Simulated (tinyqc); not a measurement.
Composition from the perpendicular lattice constant.

Inverse problem. The layer is x parts of the first compound and 1 - x of the second, grown coherently on the third as substrate and barrier. Rows of the table: lattice constant a, average valence level Ea on an absolute scale, spin-orbit splitting so, gaps at Gamma, X and L, hydrostatic deformation potentials av and ac (Gamma), shear potential b, elastic constants, electron and heavy-hole (along z) masses. All are interpolated linearly in x; gaps get -C x (1 - x), taken wholly in the conduction band; real line-ups can differ from this model by 0.1 eV or more. In-plane strain e = (a_substrate - a)/a, e_z = -2 (c12/c11) e, volume change 2 e + e_z. X-ray diffraction gives a_z = a (1 + e_z) of the coherent layer. Find x, e and the relaxed Gamma gap.

Inputs (values chosen for the exercise):

| symbol | value | unit | meaning |
|---|---|---|---|
| CG | 1.43 | eV | bowing of the Gamma gap |
| CX | 1.2 | eV | bowing of the X gap |
| CL | 1.2 | eV | bowing of the L gap |

Binary compounds, values chosen for the exercise:
```
              close to GaSb  close to GaAs  close to InP
a (angstrom)          6.096          5.653         5.869
Ea (eV)               -6.25          -6.92         -7.04
so (eV)               0.764          0.336         0.109
EG (eV)               0.723           1.44          1.35
EX (eV)                1.02           1.91          2.17
EL (eV)               0.821           1.72          1.95
av (eV)               0.797           1.17          1.25
ac (eV)               -6.81           -7.2         -5.01
b (eV)                   -2          -1.71         -1.69
c11 (GPa)              87.3            119          99.6
c12 (GPa)              39.9           54.6          55.4
me (m0)              0.0393         0.0673         0.081
mh (m0)               0.252          0.352         0.526
```

lattice constant along the growth direction = 5.92197644 angstrom

Solution. a_z changes steadily with x, about (1 + 2 c12/c11) times as fast as the relaxed lattice constant, so one composition matches.

x = 0.550
e = -0.469 %
relaxed Gamma gap = 0.692 eV

Numbers from tinyqc (`OMP_NUM_THREADS=1 python tinyqc.py 2690045 2690046 out.jsonl`; about 0.01 s on one thread of a shared Intel Xeon 2.30GHz).
